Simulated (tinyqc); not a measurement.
One anharmonic mode: perturbation theory, self-consistent phonons and exact levels: one step, computed by the program tinyqc. Command: `OMP_NUM_THREADS=1 python tinyqc.py 3005662 3005663 out.jsonl scp walk`. One thread of a shared host (Intel(R) Xeon(R) Processor @ 2.30GHz), about 0.02 s of CPU time with the checks.

V(x) = k x^2/2 + b x^4 for one coordinate x of mass M. A constant K > 0 gives hbar Omega = sqrt((hbar^2/u) K/M) with K in eV/angstrom^2 and M in u.

Task: Levels in the small basis. Diagonalise H.

Shape: single well.

H (meV):
```
         1         2         3         4
1  7.14977   0.00000   4.23966   0.00000
2  0.00000  24.44719   0.00000  12.23884
3  4.23966   0.00000  47.74040   0.00000
4  0.00000  12.23884   0.00000  77.02939
```

Give: levels.

Result:

levels (meV): 6.71  21.74  48.18  79.74
